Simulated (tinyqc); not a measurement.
# Changing the miscut angle

Model: epitaxial growth on a vicinal surface: Burton-Cabrera-Frank step flow, step-edge barrier and island nucleation. Computed by tinyqc, a small Python program. Command: `OMP_NUM_THREADS=1 python tinyqc.py 3017503 3017504 out.jsonl stepflow sweep`. One thread of a shared host (Intel(R) Xeon(R) Processor @ 2.30GHz), about 0.02 s of CPU time with the checks.

Adatoms land at rate F, hop on a square grid (a simplification for hexagonal faces), desorb, or join steps. Lengths are in units of a and n is the adatom coverage. Steps ascend at x = 0 and descend at x = l.

Inputs (values chosen for the exercise, close to those used for Si(001)): site spacing a = 3.84 angstrom; step height h = 1.36 angstrom; diffusion barrier E_d = 0.652 eV; desorption energy E_a = 2.98 eV; adatom formation energy E_f = 1.23 eV; step-edge barrier E_s = 0 eV; attempt frequency nu = 10 THz; deposition rate F = 0.072 layers/s; temperature T = 640 C; critical nucleus size i = 1.

Constants: k_B = 8.617333262e-05 eV/K.

Method:
- D = nu exp(-E_d/(k_B T)) (a^2/s, nu counted per direction); tau = exp(E_a/(k_B T))/nu; x_s = sqrt(D tau); n_eq = exp(-E_f/(k_B T)); terrace width l = h/(a tan(miscut)); Schwoebel length l_s = exp(E_s/(k_B T)) - 1.
- Temperatures in kelvin are T(C) + 273.15.
- D n'' - n/tau + F = 0 with n(0) = n_eq and -l_s n'(l) = n(l) - n_eq. With u = n - F tau, A = n_eq - F tau, y = l/x_s, s = l_s/x_s: u = A cosh(x/x_s) + B sinh(x/x_s), B = A (1 - cosh y - s sinh y)/(sinh y + s cosh y). Flux into the ascending step J+ = D B/x_s, over the descending one J- = -(D/x_s)(A sinh y + B cosh y); step velocity J+ + J-; growth rate (J+ + J-)/l. For small y: J+ + J- = (F - n_eq/tau) l, J-/J+ = l/(l + 2 l_s).
- The coverage peaks where n' = 0, tanh(x/x_s) = -B/A.
- Island density on a flat surface without desorption: N = 0.25 (F/D)^(i/(i+2)) exp(E_i/((i+2) k_B T)) per site, with E_i = 0 for i = 1; spacing l_n = N^(-1/2). Step flow needs an effective width l_eff = 2 x(peak) below l_n.

One run for each value:
```
miscut angle (degrees)  ratio l_eff/l_n  growth rate (layers/s)  peak coverage  terrace width l (a)
0.03                         5.9130e+00                0.072000     1.7963e-06           6.7641e+02
0.062                        2.8612e+00                0.072000     5.4519e-07           3.2729e+02
0.13                         1.3645e+00                0.072000     2.4973e-07           1.5609e+02
0.26                         6.8227e-01                0.072000     1.8449e-07           7.8047e+01
0.55                         3.2252e-01                0.072000     1.6760e-07           3.6894e+01
1.1                          1.6125e-01                0.072000     1.6395e-07           1.8445e+01
2.3                          7.7085e-02                0.072000     1.6302e-07           8.8180e+00
4.8                          3.6870e-02                0.072000     1.6280e-07           4.2177e+00
10                           1.7559e-02                0.072000     1.6275e-07           2.0086e+00
```

Over the rows, ratio l_eff/l_n falls from 5.91 to 0.0176 (exponent d ln y / d ln x about -1.0 throughout); growth rate (layers/s) does not change; peak coverage falls from 1.80e-6 to 1.63e-7 (exponent d ln y / d ln x -1.6 between the first rows and -4.1e-4 between the last). The exponent of ratio l_eff/l_n stays between -1.01 and -1.00, near -1: terraces narrow as the miscut grows. The exponent of growth rate stays at 0: the steps stand close against x_s, so their spacing does not matter. At the high end the exponent of peak coverage is 0.00, close to 0: the coverage stays near n_eq.

Caution (rows 0.0300, 0.0620): twice the distance from the ascending step to the coverage peak exceeds the expected island spacing [0.25 (F/D)^(i/(i+2)) exp(E_i/((i+2) k_B T))]^(-1/2) by 40 % or more, so islands nucleate and the step-flow values are formal. Caution (all rows): the prefactor 0.25 and the criterion are estimates, good to a factor of about two in length. Caution (rows 2.30, 4.80, 10.0): terraces under ten sites wide are at the edge of a continuum description.

Extremes, crossings and ranges named in words are read from the listed rows.
